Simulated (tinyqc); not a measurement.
Inside a calculation. Model: charge control and current of a heterostructure field-effect transistor. Computed by tinyqc, a small Python program that keeps every step. Command: `OMP_NUM_THREADS=1 python tinyqc.py 3029992 3029993 out.jsonl hemt walk`. One thread of a shared host (Intel(R) Xeon(R) Processor @ 2.30GHz), about 0.01 s of CPU time with the checks. Intermediate numbers are printed to about 6 digits and carried at full precision; extremes and crossings named in words are read from the listed rows.

Two subbands in a triangular well; E_F is counted from the conduction band edge of the channel at the interface.

Inputs (values chosen for the exercise, modelled on AlGaAs/GaAs): channel mass m = 0.068 m_0; permittivity eps (barrier and channel) = 12.4; barrier thickness d = 35 nm; Schottky barrier phi_B = 0.89 eV; conduction band offset dE_c = 0.16 eV; delta-doping density N_d = 3.4e+12 1/cm^2; gate voltage V_G = 0 V; mobility mu = 7200 cm^2/(V s); saturation velocity v_s = 1.7 1e7 cm/s; gate length L = 53 nm; source resistance R_S = 0.2 ohm mm; temperature T = 77 K; mixing = 0.3; iteration cap = 200; spacer between delta layer and channel = 2.5 nm.

Charge source: delta doping. Velocity law: two-piece.

Constants: e = 1.602176634e-19 C; eps_0 = 8.8541878128e-12 F/m; k_B = 8.617333262e-05 eV/K; hbar = 1.054571817e-34 J s; m_0 = 9.1093837015e-31 kg; k_B = 1.380649e-23 J/K.

## Threshold and barrier capacitance

Threshold V_T = phi_B - dE_c - e N_d (d - spacer)/(eps eps_0) (in volts); C_b = eps eps_0/d.

threshold voltage V_T = -0.882509 V

barrier capacitance C_b = 0.313691 microfarad/cm^2

The device is normally on.

## First iteration

Charge control: n_s = C_b (V_G - V_T - E_F/e)/e. Well: mean field F = e n_s/(2 eps eps_0), E_i = (hbar^2/2m)^(1/3) [(3 pi e F/2)(i + 3/4)]^(2/3), i = 0, 1; n_s = D k_B T sum_i ln(1 + exp((E_F - E_i)/k_B T)), D = m/(pi hbar^2), which is solved in closed form for E_F. Iteration from n_s = C_b (V_G - V_T)/(2e): E_F from n_s, n_out from the charge control, n_new = n_s + mixing (n_out - n_s), kept above n_s/10; stop when |n_out/n_s - 1| < 1e-9.

starting n_s = 8.63936e+11 1/cm^2

E_0 = 65.2730 meV

E_1 = 114.829 meV

E_F = 95.2759 meV

n_out = 1.54133e+12 1/cm^2

Caution: a density of n_out would put E_F above the conduction band minimum of the barrier, where parallel conduction sets in.

## Sheet density

The formulas are those given above.

Course of the iteration:
```
iteration  n_s (1/cm^2)  E_F (meV)  |n_out/n_s - 1|
1           8.63936e+11     95.276      7.84080e-01
2           1.06715e+12    112.363      4.12988e-01
3           1.19937e+12    123.112      2.39674e-01
4           1.28561e+12    129.996      1.46035e-01
5           1.34193e+12    134.442      9.14463e-02
6           1.37875e+12    137.329      5.82038e-02
7           1.40282e+12    139.209      3.74199e-02
...                 ...        ...              ...
43          1.44838e+12    142.749      8.53919e-09
44          1.44838e+12    142.749      5.58886e-09
45          1.44838e+12    142.749      3.65788e-09
46          1.44838e+12    142.749      2.39407e-09
47          1.44838e+12    142.749      1.56691e-09
48          1.44838e+12    142.749      1.02553e-09
49          1.44838e+12    142.749      6.71206e-10
```

sheet density n_s = 1.44838e+12 1/cm^2

Converged in 49 iterations.

## Levels and gate capacitance

C_g = e dn_s/dV_G = 1/(1/C_b + 1/C_q), 1/C_q = d(E_F/e)/d(e n_s) by a central difference of +/- 0.1 % in n_s; added distance dd = eps eps_0/C_q.

E_0 = 92.1159 meV

E_1 = 162.051 meV

E_F = 142.749 meV

share in the second subband = 0.690976 %

gate capacitance C_g = 0.272377 microfarad/cm^2

added distance dd = 5.30888 nm

C_g is 87 % of C_b: the finite density of states and the rise of E_0 act as 5.3 nm of extra barrier. Caution: E_F lies above the conduction band minimum of the barrier, so electrons would spill into the barrier.

## Saturation current

With V = e n_s/C_g and V_c = v_s L/mu: for v = mu F up to v_s, I/W = C_g v_s V_c (sqrt(1 + (V/V_c)^2) - 1) and V_Dsat = V + V_c - sqrt(V^2 + V_c^2); g_m = dI/dV; extrinsic g_m/(1 + g_m R_S); f_T = g_m/(2 pi C_g L).

V = 0.851968 V

V_c = 0.0125139 V

V_Dsat = 0.0124220 V

saturation current I/W = 388.744 mA/mm

intrinsic g_m = 462.990 mS/mm

extrinsic g_m = 423.752 mS/mm

intrinsic f_T = 510.442 GHz

V/V_c = 68.08: velocity saturation rules; I is 99 % of e n_s v_s = 394 mA/mm.

## Gate length

The formulas are those given above.

Scaling; the last columns are v_s/(2 pi L) and mu V/(2 pi L^2):
```
L (nm)  I/W (mA/mm)  g_m (mS/mm)  extrinsic g_m (mS/mm)  f_T (GHz)  velocity limit (GHz)  mobility limit (GHz)
30          391.229      463.024                423.780    901.847               901.878           1.08476e+05
60          387.990      462.976                423.740    450.877               450.939           2.71190e+04
120         381.594      462.784                423.579    225.345               225.470           6.77975e+03
250         368.109      461.933                422.866    107.967               108.225           1.56205e+03
500         343.600      458.658                420.119     53.601                54.113           3.90514e+02
1000        300.036      446.221                409.661     26.074                27.056           9.76284e+01
2000        232.383      404.990                374.645     11.832                13.528           2.44071e+01
5000        127.482      270.969                257.039      3.167                 5.411           3.90514e+00
```

f_T scales as L^-1.00 at the short end and L^-1.44 at the long end; the two limits cross at L = mu V/v_s = 3610 nm. g_m tends to C_g v_s = 463 mS/mm, and R_S cuts it by 8 % at the shortest gate. Fringe capacitances and short-channel effects, left out, lower f_T once L is below about ten barrier thicknesses.

Checks made by the program: iterated density against a bracketing root search (relative difference 6e-10).
